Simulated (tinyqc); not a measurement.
Minority carriers and saturation current of a heavily doped emitter: one step of the calculation.

n-type, parabolic bands, full ionisation. eta = (EF - Ec)/kB T solves N = Nc F12(eta), F12(x) = (2/sqrt(pi)) int_0^infinity sqrt(u)/(1 + exp(u - x)) du. The gap shrinks rigidly by dEg = E1 [ln(N/N0) + sqrt(ln^2(N/N0) + 0.5)], an empirical law that is here taken as the true narrowing.

Task. Effective intrinsic density. ni = sqrt(Nc Nv) exp(-Eg/(2 Vt)), Eg in volts; degeneracy factor g = F12(eta) exp(-eta); nie^2 = ni^2 exp(dEg/kB T) g, p0 = nie^2/N; apparent narrowing dEg + kB T ln g.

Inputs (values chosen for the exercise); band and dielectric values close to those of silicon:
- T = 250 K (temperature)
- Eg = 1.12 eV (band gap)
- Nc = 2.09e19 cm^-3 (conduction-band density of states at 250 K)
- Nv = 1.99e19 cm^-3 (valence-band density of states at 250 K)
- N = 1.7e20 cm^-3 (ionised donor density)
- E1 = 8.4 meV (energy of the narrowing law)
- N0 = 1.5e17 cm^-3 (density of the narrowing law)

Constants: q = 1.602176634e-19 C, kB = 1.380649e-23 J/K, Vt = kB T/q. Results are converted to the units shown.

converged eta = 4.7081145

Find: ni; dEg; g; apparent narrowing; nie; p0.

Result.

ni = 1.0481e8 cm^-3
dEg = 118.45 meV
g = 0.073383
apparent narrowing = 62.178 meV
nie = 4.4374e8 cm^-3
p0 = 0.0011583 cm^-3

Narrowing multiplies p0 by 244 and degeneracy by 0.0734.

Range of the model: Band tails, non-parabolic bands and incomplete ionisation are left out.

Numbers from tinyqc (`OMP_NUM_THREADS=1 python tinyqc.py 2330143 2330144 out.jsonl`; about 0.01 s on one thread of a shared Intel Xeon 2.30GHz).
